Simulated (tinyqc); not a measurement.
Length of a molecular wire: coherent transport through a tight-binding bridge. Computed by the program tinyqc. 

A uniform bridge between two chains:
```
parameter                        value
site energy (eV)              0.420000
hopping in the bridge (eV)    0.530000
lead hopping (eV)             1.690000
couplings (eV)              0.84, 1.15
E (eV)                       -0.040000
```

T = Gamma_L Gamma_R |G_1n|^2 with the self-energies of semi-infinite chains.

Transmission against length:
```
sites           T     ln T
2      8.0109e-01  -0.2218
3      9.9291e-01  -0.0071
4      7.6130e-01  -0.2727
5      8.5273e-01  -0.1593
6      9.5980e-01  -0.0410
7      7.4305e-01  -0.2970
8      9.1098e-01  -0.0932
9      9.0654e-01  -0.0981
10     7.4378e-01  -0.2960
```

E lies inside the band of the bridge (|E - e|/2h = 0.434 < 1): T does not decay but oscillates with length, between 0.743 and 0.993 here, as levels of the bridge pass E.
